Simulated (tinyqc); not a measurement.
Ballistic transport through the one-dimensional subbands of a rectangular nanowire or nanosheet channel. From line density n back to gate voltage above flat band V_G. Computed by tinyqc, a small Python program. Command: `OMP_NUM_THREADS=1 python tinyqc.py 3001498 3001499 out.jsonl wire inv`. One thread of a shared host (Intel(R) Xeon(R) Processor @ 2.30GHz), about 0.1 s of CPU time with the checks.

Hard walls, parabolic subbands, transport along x. Energies are counted from the bulk conduction band edge at the top of the barrier, which the gate pulls down by U; the source Fermi level lies at the bulk edge when U = 0.

Inputs (values chosen for the exercise, modelled on silicon):
```
quantity                      value  unit
light mass m_t                 0.19   m_0
heavy mass m_l                0.921   m_0
height a                        3.2    nm
width b                         3.7    nm
equivalent oxide thickness t    1.1    nm
drain voltage V_D              0.01     V
temperature T                   150     K
```

Valleys: silicon [100] wire.

Constants: hbar^2/(2 m_0) = 3.80998212 eV angstrom^2; k_B = 8.617333262e-05 eV/K; m_0 = 9.1093837015e-31 kg; k_B = 1.380649e-23 J/K; hbar = 1.054571817e-34 J s; eps_0 = 8.8541878128e-12 F/m; e = 1.602176634e-19 C; h = 6.62607015e-34 J s.

Method:
- E_pq = (hbar^2 pi^2/2)(p^2/(m_y b^2) + q^2/(m_z a^2)); valley pairs: (m_x, m_y, m_z) = (m_t, m_t, m_l), (m_t, m_l, m_t), (m_l, m_t, m_t), each with degeneracy g = 2; the 10 lowest subbands are kept.
- F_j(eta) = (1/Gamma(j + 1)) int_0^infinity x^j/(1 + exp(x - eta)) dx, F_0 = ln(1 + exp(eta)). Integrals over x = E/(k_B T) use 160 Gauss-Legendre points in u = sqrt(x) from 0 to sqrt(max(eta, 0) + 32).
- With degeneracy g = 2, eta_i = (U - E_i)/(k_B T) and u = e V_D/(k_B T): line density n = sum_i g sqrt(2 m_x k_B T/pi)/(2 hbar) [F_-1/2(eta_i) + F_-1/2(eta_i - u)]; gate: e n = C_ox (V_G - U/e), C_ox = 3.9 eps_0 2 (a + b)/t (flat-plate estimate); I = (2 e k_B T/h) sum_i g [F_0(eta_i) - F_0(eta_i - u)].

Problem. A run gave the result below. Find the gate voltage above flat band V_G, known to lie between 0.2 and 0.52 V.

line density n = 0.2414808 1/nm

Solution.

Each step takes the trial c = (a f_b - b f_a)/(f_b - f_a), f being the result less the target and a, b, c the logarithms of the listed values; c replaces end b, the old b replaces a if the sign of f changed, and otherwise f_a is halved.

Scan of the range:
```
gate voltage above flat band V_G (V)  line density n (1/nm)
0.200                                              0.073569
0.235                                              0.139416
0.275                                              0.222575
0.322                                              0.325088
0.378                                              0.450606
0.443                                              0.599116
0.520                                              0.777519
```

False position (Illinois rule, in the logarithm of the input) inside the bracket:
```
step     end a     end b     trial  line density n (1/nm)
1     0.275000  0.322000  0.283120               0.240013
2     0.322000  0.283120  0.283749               0.241370
3     0.322000  0.283749  0.283843               0.241574
4     0.283749  0.283843  0.283800               0.241481
5     0.283843  0.283800  0.283800               0.241481
```

Line density n rises at every point of a 13-point scan of the range (every second point is shown), so one value fits; it is bracketed by 0.275 and 0.322. Answer: gate voltage above flat band V_G = 0.2838 V.
